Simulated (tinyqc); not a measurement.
Composition from the perpendicular lattice constant.

Question. The layer is x parts of the first compound and 1 - x of the second, grown coherently on the third as substrate and barrier. Rows of the table: lattice constant a, average valence level Ea on an absolute scale, spin-orbit splitting so, gaps at Gamma, X and L, hydrostatic deformation potentials av and ac (Gamma), shear potential b, elastic constants, electron and heavy-hole (along z) masses. All are interpolated linearly in x; gaps get -C x (1 - x), taken wholly in the conduction band; real line-ups can differ from this model by 0.1 eV or more. In-plane strain e = (a_substrate - a)/a, e_z = -2 (c12/c11) e, volume change 2 e + e_z. X-ray diffraction gives a_z = a (1 + e_z) of the coherent layer. Find x, e and the relaxed Gamma gap.

Parameters, values chosen for the exercise:

| symbol | value | unit | meaning |
|---|---|---|---|
| CG | 0.65 | eV | bowing of the Gamma gap |
| CX | 0.2 | eV | bowing of the X gap |
| CL | 1.03 | eV | bowing of the L gap |

Binary compounds, values chosen for the exercise:

|  | close to InP | close to GaP | close to GaAs |
|---|---|---|---|
| a (angstrom) | 5.869 | 5.451 | 5.653 |
| Ea (eV) | -7.04 | -7.4 | -6.92 |
| so (eV) | 0.11 | 0.0804 | 0.336 |
| EG (eV) | 1.34 | 2.8 | 1.44 |
| EX (eV) | 2.21 | 2.23 | 1.92 |
| EL (eV) | 1.94 | 2.62 | 1.7 |
| av (eV) | 1.28 | 1.72 | 1.17 |
| ac (eV) | -5 | -7.21 | -7.23 |
| b (eV) | -1.7 | -1.78 | -1.68 |
| c11 (GPa) | 101 | 142 | 120 |
| c12 (GPa) | 55.7 | 62.2 | 53.7 |
| me (m0) | 0.0792 | 0.128 | 0.0679 |
| mh (m0) | 0.533 | 0.328 | 0.354 |

lattice constant along the growth direction = 5.69994921 angstrom

Answer. a_z changes steadily with x, about (1 + 2 c12/c11) times as fast as the relaxed lattice constant, so one composition matches.

x = 0.540
e = -0.418 %
relaxed Gamma gap = 1.85 eV

Program tinyqc, `OMP_NUM_THREADS=1 python tinyqc.py 2690009 2690010 out.jsonl`; Intel Xeon 2.30GHz, shared host, one thread, about 0.01 s.
